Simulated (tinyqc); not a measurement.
Band offset of a heterojunction with an interface dipole (two-band chains, self-consistent charge): sweeps and comparisons. A value that a table varies takes the place of the one given here.

Sites alternate A, C. Left: A at -G1/2, C at +G1/2, hopping -t1; right: A at D - G2/2, C at D + G2/2, hopping -t2; the bonds across the two interfaces of a ring (C left to A right, C right to A left) have -sqrt(t1 t2). D is the offset of the mid-gaps, so Ev(right) - Ev(left) = D - (G2 - G1)/2 and Ec(right) - Ec(left) = D + (G2 - G1)/2. The closing bond has its sign reversed (antiperiodic ring). Half the levels are filled with two electrons each. The charge moved is q = (electrons on the left) less one a site; the mean over the two interfaces, q/2, is taken as the charge that crosses each, and its dipole opposes the offset: D = D0 - u q/2.

From here on the ring has 24 cells a side.

Inputs chosen for the exercise (gaps near those of Si and SiO2; the chains and D0 are free models, so the offsets are not those of the real pair; the results hold for these values, not for the real material): G1 = 1.1 eV (gap on the left); G2 = 9.41 eV (gap on the right); t1 = 1.97 eV (hopping on the left); t2 = 2.31 eV (hopping on the right); u = 6.5 eV (potential step per electron moved across); D0 = -1.2 eV (mid-gap of the right side above that of the left, without dipole).

## Where the moved charge sits

D = -0.97625 eV

Electrons in cell k from an interface at the self-consistent D, less those at D = 0. Interface 1 joins C left to A right, interface 2 C right to A left. The decay lengths 1/(2 kappa a) are those of mid-gap states, cosh(kappa a) = 1 + G^2/(8 t^2).

Change of the electron count:

| k | left of 1 | right of 1 | left of 2 | right of 2 |
|---|---|---|---|---|
| 1 | -0.01585 | 0.02760 | -0.02373 | 0.03945 |
| 2 | -0.00625 | 0.00068 | -0.00860 | 0.00106 |
| 3 | -0.00301 | 0.00002 | -0.00403 | 0.00003 |
| 4 | -0.00151 | 0.00000 | -0.00200 | 0.00000 |
| 5 | -0.00078 | 0.00000 | -0.00103 | 0.00000 |
| 6 | -0.00041 | 0.00000 | -0.00054 | 0.00000 |

decay lengths (cells): left 1.797, right 0.280

Over six cells interface 1 moves -0.0278 electrons to the left side and +0.0283 to the right, interface 2 -0.0399 and +0.0405: each change is a dipole, and the two differ because the bonds join different sites. The first cells hold 77 % of it at interface 1. The tail is longer on the left, where the gap is smaller against the hopping: from k = 2 to 4 it falls by a factor 4.13, and pure mid-gap decay would give 3.04; the exponential carries a prefactor that falls as a power of the distance, so the first cells drop faster.

## Screening of the starting offset

chi = 0.068526 1/eV

D0 is varied; the self-consistent D is found by bisection. chi = dq/dD at D = 0; the linear rule is D = S D0 with S = 1/(1 + u chi/2). The gap of the junction closes (type III) at |D| = (G1 + G2)/2.

Against D0:

| 2 D0/(G1 + G2) | D0 (eV) | q at D0 | D (eV) | D/D0 | linear (eV) |
|---|---|---|---|---|---|
| -0.85 | -4.467 | -0.5551 | -3.3954 | 0.7601 | -3.6532 |
| -0.55 | -2.890 | -0.2550 | -2.2920 | 0.7930 | -2.3638 |
| -0.30 | -1.577 | -0.1164 | -1.2776 | 0.8104 | -1.2894 |
| -0.15 | -0.788 | -0.0550 | -0.6432 | 0.8160 | -0.6447 |
| 0.10 | 0.525 | 0.0363 | 0.4293 | 0.8170 | 0.4298 |
| 0.25 | 1.314 | 0.0948 | 1.0677 | 0.8127 | 1.0745 |
| 0.50 | 2.627 | 0.2219 | 2.0948 | 0.7973 | 2.1489 |
| 0.80 | 4.204 | 0.4893 | 3.2218 | 0.7664 | 3.4383 |
| 0.95 | 4.992 | 0.7160 | 3.7291 | 0.7470 | 4.0829 |

D/D0 lies between 0.747 and 0.817, against S = 0.818 from chi at D = 0; the linear rule misses by at most 354 meV. q is odd in D. Less than half of the starting offset is screened, so the natural line-up still counts most.

## Wider gaps screen less

G2 is varied. chi = (q(+0.01) - q(-0.01))/0.02 at D = 0, S = 1/(1 + u chi/2).

Against G2:

| G2 (eV) | chi (1/eV) | S |
|---|---|---|
| 0.7 | 0.59426 | 0.3411 |
| 1.1 | 0.48611 | 0.3876 |
| 1.5 | 0.41268 | 0.4271 |
| 2.3 | 0.31575 | 0.4935 |
| 3.4 | 0.23370 | 0.5683 |
| 5.5 | 0.14474 | 0.6801 |
| 7.0 | 0.10688 | 0.7422 |
| 9.0 | 0.07367 | 0.8068 |

chi falls from 0.5943 to 0.0737 1/eV, a factor 8.1, and S rises from 0.341 to 0.807: charge crosses through the tails of states that tunnel into the other gap, and these shorten as the gap widens. u is kept fixed, though a wider gap also screens less and would raise it.

## What each parameter does

Self-consistent D by bisection, q there, and the two offsets. Each row changes one parameter from the base and keeps the others.

Results:

| case | D (eV) | q | valence offset (eV) | conduction offset (eV) |
|---|---|---|---|---|
| base | -0.9763 | -0.0688 | -5.1313 | 3.1787 |
| G1 = 1.265 eV | -0.9794 | -0.0679 | -5.0519 | 3.0931 |
| G2 = 10.821 eV | -1.0169 | -0.0563 | -5.8774 | 3.8436 |
| t1 = 2.265 eV | -0.9692 | -0.0710 | -5.1242 | 3.1858 |
| t2 = 2.656 eV | -0.9659 | -0.0720 | -5.1209 | 3.1891 |
| D0 = -1.38 eV | -1.1208 | -0.0798 | -5.2758 | 3.0342 |
| u = 7.475 eV | -0.9500 | -0.0669 | -5.1050 | 3.2050 |

The largest shifts from the base row, up to three for each result and ties (the steps differ in size, so this ranks the rows, not the parameters). D (eV): D0 -0.1445, G2 -0.0407, u +0.0263. q: G2 +0.0125, D0 -0.0109, t2 -0.0032. valence offset (eV): G2 -0.7462, D0 -0.1445, G1 +0.0793. conduction offset (eV): G2 +0.6648, D0 -0.1445, G1 -0.0857.

Computed by tinyqc, a small Python program: `OMP_NUM_THREADS=1 python tinyqc.py 1451623 1451624 out.jsonl` (the numbers bound the seed that draws the inputs); one thread of a shared host (Intel(R) Xeon(R) Processor @ 2.30GHz), about 0.5 s for the whole set of steps.
